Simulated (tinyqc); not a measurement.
p-n diode with diffusion and depletion-layer recombination: two steps of the calculation.

Abrupt junction in the depletion approximation, low injection, full ionisation, neutral widths fixed, ohmic contact on the p side. Vj is the junction voltage; where a series resistance Rs is given, V = Vj + J Rs is the terminal voltage.

Inputs (values chosen for the exercise); band and dielectric values close to those of silicon: temperature T = 325 K; band gap Eg = 1.14 eV; relative permittivity eps_r = 11.7; conduction-band density of states at T Nc = 3.2e19 cm^-3; valence-band density of states at T Nv = 3.03e19 cm^-3; acceptor density Na = 1.5e17 cm^-3; donor density Nd = 1.1e16 cm^-3; electron lifetime tn = 1e-7 s; hole lifetime tp = 7e-7 s; series resistance Rs = 0.019 ohm cm^2; trap level above the intrinsic level Et = 0 eV; junction voltage at which recombination is evaluated Vj = 0.53 V; terminal voltage V = 0.69 V.

Constants: q = 1.602176634e-19 C, kB = 1.380649e-23 J/K, Vt = kB T/q, eps0 = 8.8541878128e-14 F/cm where lengths are in cm. Results are converted to the units shown.

Problem 1. Recombination in the depleted layer. ni = sqrt(Nc Nv) exp(-Eg/(2 Vt)), Eg in volts. Vbi = Vt ln(Na Nd/ni^2), W = sqrt(2 eps0 eps_r (Vbi - Vj)(1/Na + 1/Nd)/q), xp = W Nd/(Na + Nd), xn = W Na/(Na + Nd); u(x) = q Na (x + xp)^2/(2 eps0 eps_r) for x < 0 and Vbi - Vj - q Nd (xn - x)^2/(2 eps0 eps_r) for x > 0; p = Na exp(-u/Vt), n = Nd exp((u - Vbi + Vj)/Vt); U = ni^2 (exp(Vj/Vt) - 1)/(tp (n + ni exp(Et/Vt)) + tn (p + ni exp(-Et/Vt))); J_scr = q times the integral of U from -xp to xn. Trapezoid rule on 16 equal steps.

Find: W; x; u; n; p; U; J_scr.

Solution 1.

W = 173.3 nm

```
point	x (nm)	u (V)	n (cm^-3)	p (cm^-3)	U (cm^-3 s^-1)
0	-11.8	0.0000	2.245e12	1.500e17	2.245e19
1	-1.0	0.0136	3.649e12	9.228e16	3.648e19
2	9.8	0.0424	1.021e13	3.299e16	1.019e20
3	20.7	0.0694	2.671e13	1.261e16	2.632e20
4	31.5	0.0943	6.508e13	5.174e15	5.981e20
5	42.3	0.1172	1.477e14	2.280e15	1.016e21
6	53.1	0.1382	3.120e14	1.079e15	1.032e21
7	64.0	0.1572	6.140e14	5.485e14	6.948e20
8	74.8	0.1741	1.125e15	2.993e14	4.119e20
9	85.6	0.1891	1.920e15	1.754e14	2.473e20
10	96.5	0.2020	3.051e15	1.104e14	1.569e20
11	107.3	0.2130	4.514e15	7.460e13	1.063e20
12	118.1	0.2220	6.221e15	5.413e13	7.724e19
13	129.0	0.2290	7.983e15	4.219e13	6.022e19
14	139.8	0.2340	9.539e15	3.530e13	5.041e19
15	150.6	0.2370	1.062e16	3.172e13	4.530e19
16	161.4	0.2380	1.100e16	3.061e13	4.372e19
```

J_scr = 8.556e-4 A/cm^2

Problem 2. New Vj. Diffusion current alone: J = J0 (exp(Vj/Vt) - 1), g = Vj + J Rs - V, g' = 1 + Rs J0 exp(Vj/Vt)/Vt, Vj(new) = Vj - g/g'.

Vj at the start = 0.69 V
J0 = J0n + J0p = 1.7194997e-9 A/cm^2

Give: J; g; g'; Vj after iteration 1.

Solution 2.

J = 86.15 A/cm^2
g = 1.637 V
g' = 59.44
Vj after iteration 1 = 0.6625 V

Computed by the program tinyqc: `OMP_NUM_THREADS=1 python tinyqc.py 2260043 2260044 out.jsonl`, one thread of a shared Intel Xeon 2.30GHz, about 0.01 s for the whole run.
